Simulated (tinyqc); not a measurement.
Worked calculation: three-band (Emery) model of a CuO2 plane downfolded to one band. Values are carried at full precision from step to step, so a last printed digit may differ when a step is redone from the rounded ones.

Electron picture, d at 0 and the oxygen p orbitals at -D; sx = sin(kx a/2), sy = sin(ky a/2). H = [[0, 2 tpd sx, -2 tpd sy], [., -D, -4 tpp sx sy], [., ., -D]], real and symmetric. The top (antibonding) band crosses the Fermi level.

Values chosen for the exercise (of the size used for cuprate planes; the results hold for these values, not for the real material): D = 3.8 eV (ed - ep); tpd = 1.5 eV (d-p hopping); tpp = 0.47 eV (p-p hopping); k = (0.78, 0.82) pi/a (wave vector).

## H at one k

Fill in the matrix.

sx, sy: 0.94088  0.96029

H (eV):
```
           d        px        py
d          0   2.82264  -2.88088
px   2.82264  -3.80000  -1.69862
py  -2.88088  -1.69862  -3.80000
```

## Exact levels

Diagonalise.

levels (eV): -5.5010  -5.2161  3.1171

weights of the top band: d 0.6261, px 0.1847, py 0.1893

## Loewdin downfolding onto d

h(E) = H_dd + V (E - H_pp)^-1 V^T with V = H_dp. The level solves E = h(E). Newton: start at E = 0, set Z = 1/(1 - dh/dE) = 1/(1 + |(E - H_pp)^-1 V^T|^2) and E(new) = E + Z (h - E); stop when the step is below 1e-9 eV.

Iterations:
```
i   E (eV)  h(E) (eV)       Z
0  0.00000    7.74051  0.2135
1  1.65274    4.33284  0.4642
2  2.89691    3.25433  0.6057
3  3.11339    3.11924  0.6257
4  3.11705    3.11705  0.6261
5  3.11705    3.11705  0.6261
```

The first value, h(0) = 7.7405 eV, is the energy-independent downfolding; the root is 3.1171 eV, so h(0) is 148 % too high. The final Z is the d weight of the state.

## Hoppings of the top band

One-band form E = e0 - 2t (cos kx + cos ky) - 4t' cos kx cos ky - 2t'' (cos 2kx + cos 2ky) - 4t''' (cos 2kx cos ky + cos kx cos 2ky), k in 1/a. Each hopping is minus the mean of E cos(m kx) cos(n ky) over a 12 x 12 mesh, k = (j + 1/2) 2 pi/12.

Fourier coefficients of the exact top band.

e0, t, t', t'', t''' (eV): 1.7870  0.4174  -0.0063  0.0275  0.0011

t'/t = -0.015

## The one-band model at k

Evaluate the one-band form at k with e0 and t alone, with t' added, and with all four hoppings.

E (eV): (t alone) 3.1351, (t and t') 3.1514, (all four) 3.1197

The three-band value is 3.1171 eV.

## Checks

- Top level at (1,1) against the root of E (E + D - 4 tpp) = 8 tpd^2: both 3.38990.

Computed by tinyqc, a small Python program: `OMP_NUM_THREADS=1 python tinyqc.py 1481306 1481307 out.jsonl` (the numbers bound the seed that draws the inputs); one thread of a shared host (Intel(R) Xeon(R) Processor @ 2.30GHz), about 0.08 s for the whole set of steps.
